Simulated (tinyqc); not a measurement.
Against voltage: leakage through a gate insulator: direct, Fowler-Nordheim, trap-assisted and Poole-Frenkel currents. Computed by tinyqc, a small Python program. Command: `OMP_NUM_THREADS=1 python tinyqc.py 3018086 3018087 out.jsonl oxideleak walk`. One thread of a shared host (Intel(R) Xeon(R) Processor @ 2.30GHz), about 0.01 s of CPU time with the checks.

Electrons enter from the cathode Fermi level at x = 0; the conduction band of the insulator lies phi_b - e F x above it, F = V/t. WKB exponents use a parabolic band with mass m.

Inputs (values chosen for the exercise, with an insulator like SiO2):
```
quantity                     value   unit
thickness t                    2.2     nm
barrier phi_b                  3.1     eV
tunnelling mass m             0.39    m_0
static constant eps_ox        3.88      -
trap depth phi_t               2.5     eV
trap density N_t           1.9e+17  cm^-3
attempt rate nu_0            5e+12    1/s
activation of capture E_a     0.16     eV
temperature T                  450      K
```

Constants: e = 1.602176634e-19 C; hbar = 1.054571817e-34 J s; hbar^2/(2 m_0) = 3.80998212 eV angstrom^2; k_B = 8.617333262e-05 eV/K.

Method:
- For a level a distance phi(x) below the band, the WKB exponent is 2 int kappa dx with kappa = sqrt(m phi/(hbar^2/2m_0)); for a linear barrier from phi_1 down to phi_2 = max(phi_1 - e F d, 0) it is G = (4/3) sqrt(m/(hbar^2/2m_0)) (phi_1^(3/2) - phi_2^(3/2))/(e F).
- J_tun = e^3 F^2/(16 pi^2 hbar m phi_b) x exp(-G) / [1 - sqrt(phi_2/phi_b)]^2 with the free-electron mass in the cathode (m in m_0), phi_2 = max(phi_b - e V, 0): direct tunnelling for e V < phi_b, Fowler-Nordheim above. Image forces, back-flow and the limit on supply are left out, so J_tun is overstated below about 0.5 V.
- A trap at depth x lies phi_t below the band. Capture: tunnel at the cathode Fermi level from 0 to x (G_in from phi_1 = phi_b), rate nu_0 exp(-G_in - E_c/k_B T) with E_c = E_a + max(phi_b - phi_t - e F x, 0), the last term being the height of the trap above the cathode Fermi level. Emission: tunnel from the trap level to the anode (G_out from phi_1 = phi_t over t - x), rate nu_0 exp(-G_out - E_a/k_B T). Re-emission to the cathode follows from detailed balance, rate_back = rate_in exp(dE/k_B T) with dE = phi_b - phi_t - e F x. Each trap passes R = rate_in rate_out/(rate_in + rate_back + rate_out) electrons per second; filling from the anode is left out.
- J_TAT = e N_t int_0^t R dx by the midpoint rule on 400 intervals; the most effective depth is the midpoint with the largest R, rounded to 0.01 nm.

Currents:
```
V (V)  F (MV/cm)  J_tun (A/cm^2)  J_TAT (A/cm^2)  best depth (nm)
0.26       1.182          0.0283      1.6704e-09             1.06
0.53       2.409          0.0474      7.6101e-08             1.10
0.80       3.636          0.0806      4.9015e-06             1.18
1.07       4.864          0.1395      1.1343e-04             1.23
1.34       6.091          0.2463      4.4610e-04             1.05
1.61       7.318          0.4442      7.5242e-04             1.02
1.88       8.545          0.8215      1.0270e-03             1.01
2.15       9.773          1.5640      1.3281e-03             1.00
2.42      11.000          3.0814      1.7081e-03             0.99
```

Tunnelling without traps rules in every row. Over the range J_tun grows by 2.0 decades and J_TAT by 6.0. The highest rows may lie beyond breakdown. Below about 0.5 V the formula for J_tun, which has no back-flow, overstates the current.

Extremes, crossings and ranges named in words are read from the listed rows.
